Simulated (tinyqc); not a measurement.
Band folding and unfolding in a supercell of a chain: one step. Folded levels and Fourier components.

A chain with hopping -t and n = 6 sites a supercell. H(K) has v_j on the diagonal, -t between neighbours and -t exp(2 pi i K) on the bond that closes the cell (from the last site to the first of the next cell). The point K holds the n wave vectors k_m = (K + m)/n of the primitive zone, in 2 pi/a, m = 0 to n - 1, with E0 = -2t cos(2 pi k_m). The unfolding weight of a state c on k_m is |sum_j c_j exp(-2 pi i k_m j)|^2/n, j = 0 to n - 1.

Values chosen for the exercise:
```
symbol  value                                    unit        meaning
t       1.43                                     eV          hopping
v       (-0.71, 0.71, -0.71, 0.71, -0.71, 0.71)  eV          site energies in the supercell
Kq      0.35                                     2 pi/(n a)  wave vector in the small zone
```

Problem. List k_m and E0; V_q = (1/n) sum_j v_j exp(-2 pi i q j/n) couples k_m to k_(m+q).

Give: Folded band; V_0, V_1, ....

Solution.

Folded band:
```
m  k_m (2 pi/a)  E0 (eV)
0        0.0583  -2.6700
1        0.2250  -0.4474
2        0.3917   2.2226
3        0.5583   2.6700
4        0.7250   0.4474
5        0.8917  -2.2226
```

V_0, V_1, ... (eV): [0.0000, 0.0000, 0.0000, -0.7100]

Program tinyqc; command `OMP_NUM_THREADS=1 python tinyqc.py 1481496 1481497 out.jsonl`; about 0.01 s on one thread of a shared Intel(R) Xeon(R) Processor @ 2.30GHz.
